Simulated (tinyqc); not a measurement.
Gap and mesh density: special k points of the bcc lattice.

Lattice vectors in units of a: a1 = (-1/2, 1/2, 1/2), a2 = (1/2, -1/2, 1/2), a3 = (1/2, 1/2, -1/2); reciprocal vectors b_i with a_i . b_j = 2 pi delta_ij. Mesh: k = sum_i f_i b_i with f_i = (2 j_i + shift)/(2 N), j_i = 0 .. N-1. The point group of the lattice has 48 operations; only those that map the mesh onto itself are used.

A_m(k) = sum over the m-th star of lattice vectors R of cos(k . R), stars in order of length: m = 1: |R|^2 = 0.75, 8 vectors, such as (1, 1, 1) in the basis a_i; m = 2: |R|^2 = 1, 6 vectors, such as (1, 1, 0) in the basis a_i; m = 3: |R|^2 = 2, 12 vectors, such as (2, 1, 1) in the basis a_i; m = 4: |R|^2 = 2.75, 24 vectors, such as (2, 2, 1) in the basis a_i; m = 5: |R|^2 = 3, 8 vectors, such as (2, 2, 2) in the basis a_i; m = 6: |R|^2 = 4, 6 vectors, such as (2, 2, 0) in the basis a_i. The zone mean of every A_m is zero.

Test function, the lower band of a two-band insulator: E(k) = -sqrt(D^2 + (e0 - t A_1(k))^2).

Values chosen for the exercise (out of a larger set: the lattice of W; not measured data): t = 0.74 eV (coupling); e0 = 2.57 eV (offset).

D takes the values listed; errors against the unshifted mesh with N = 30, for unshifted meshes.

Errors (meV):
```
D (eV)  reference (eV)     N = 2   N = 4   N = 6   N = 8
0.2            -2.8558  -558.592  20.362  11.567  -5.349
0.4            -2.8907  -544.179  16.519   9.545  -2.915
0.8            -3.0078  -507.409   8.032   4.778  -0.731
1.5            -3.3255  -442.780   1.668   1.030  -0.022
2.5            -3.9452  -372.624   0.466   0.054   0.007
4.0            -5.0848  -306.334   0.464  -0.015   0.000
```

What can be read from this table?

The first listed N from which the error stays below 0.5 meV is none for D = 0.2, none for D = 0.4, none for D = 0.8, 8 for D = 1.5, 4 for D = 2.5, 4 for D = 4 eV. A larger D makes the function smoother, so its Fourier coefficients fall faster with |R|; single entries change sign along a column, so a small error on one coarse mesh can be a cancellation.

Program tinyqc; command `OMP_NUM_THREADS=1 python tinyqc.py 1682421 1682422 out.jsonl`; about 0.2 s on one thread of a shared Intel(R) Xeon(R) Processor @ 2.30GHz.
